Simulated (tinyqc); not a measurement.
Raman shift of the zone-centre optical phonon of a diamond-structure crystal under stress: one step, computed by the program tinyqc. Command: `OMP_NUM_THREADS=1 python tinyqc.py 3019084 3019085 out.jsonl ramanstress walk`. One thread of a shared host (Intel(R) Xeon(R) Processor @ 2.30GHz), about 0.01 s of CPU time with the checks.

Axes x, y, z are the cube axes. Strain shifts the threefold optical mode and can split it; p, q and r are the phonon deformation potentials.

Task: Compliances. S11 = (C11 + C12)/D, S12 = -C12/D, D = (C11 - C12)(C11 + 2 C12), S44 = 1/C44.

Inputs (values chosen for the exercise, modelled on diamond): C11 = 1068 GPa; C12 = 125.6 GPa; C44 = 571.1 GPa.

Stress state: biaxial. Axis: [111].

Give: S11; S12; S44.

Result:

S11 = 0.9601 1/TPa

S12 = -0.1010 1/TPa

S44 = 1.751 1/TPa
